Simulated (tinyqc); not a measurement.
Reverse leakage of an n+-p junction: diffusion, generation, trap-assisted and band-to-band tunnelling: one step of the calculation.

One-sided abrupt junction in the depletion approximation, x from the junction (0) to W on the p side, field F = F0 (1 - x/W). Flat quasi-Fermi levels, long p side. Traps generate through SRH with both lifetimes shortened by 1 + Gamma (Hurkx enhancement, form for moderate fields); band-to-band generation is local and needs a total bending above Eg.

Task. Current components. u = (Vbi + VR)(1 - x/W)^2, p = Na exp(-u/Vt), n = Nd exp((u - Vbi - VR)/Vt); G0 = ni^2 (1 - exp(-VR/Vt))/(tau (n + p + 2 ni cosh(Et/Vt))); Gamma = 2 sqrt(3 pi)(F/FG) exp((F/FG)^2); trap-assisted part G0 Gamma; G_bb = Ab F^2.5 exp(-Bb/F) with F in V/cm, zero unless Vbi + VR > Eg, and counted as zero under 1 cm^-3 s^-1. 13 equal steps.

Each current is q times the trapezoid sum of its rate; J adds J_diff; J_bb under 1e-8 of the sum is given as 0.

Constants: q = 1.602176634e-19 C. Results are converted to the units shown.

| point | x (nm) | G0 (cm^-3 s^-1) | G0 Gamma (cm^-3 s^-1) | G_bb (cm^-3 s^-1) |
|---|---|---|---|---|
| 0 | 0.00000 | 8.9779406e9 | 7.6644850e10 | 1351.4773 |
| 1 | 17.92111 | 1.0825446e18 | 7.8156819e18 | 8.7904630 |
| 2 | 35.84223 | 1.7252900e18 | 1.0534487e19 | 0 |
| 3 | 53.76334 | 1.7252900e18 | 8.8977734e18 | 0 |
| 4 | 71.68445 | 1.7252900e18 | 7.4924925e18 | 0 |
| 5 | 89.60557 | 1.7252900e18 | 6.2750633e18 | 0 |
| 6 | 107.52668 | 1.7252900e18 | 5.2096953e18 | 0 |
| 7 | 125.44780 | 1.7252898e18 | 4.2667136e18 | 0 |
| 8 | 143.36891 | 1.7243072e18 | 3.4192801e18 | 0 |
| 9 | 161.29002 | 1.0393754e18 | 1.5976960e18 | 0 |
| 10 | 179.21114 | 1.0760231e16 | 1.2104814e16 | 0 |
| 11 | 197.13225 | 2.1501369e14 | 1.5845530e14 | 0 |
| 12 | 215.05336 | 2.0478778e13 | 7.4670992e12 | 0 |
| 13 | 232.97448 | 9.3519708e12 | 0 | 0 |

J_diff = 1.4983590e-9 A/cm^2

Find: J_SRH; J_TAT; J_bb; J.

Result.

J_SRH = 4.080e-6 A/cm^2
J_TAT = 1.594e-5 A/cm^2
J_bb = 0 A/cm^2
J = 2.002e-5 A/cm^2

Range of the model: The n+ side is degenerate, so Vbi from Boltzmann statistics is only a guide.

Program tinyqc, `OMP_NUM_THREADS=1 python tinyqc.py 2290108 2290109 out.jsonl`; Intel Xeon 2.30GHz, shared host, one thread, about 0.01 s.
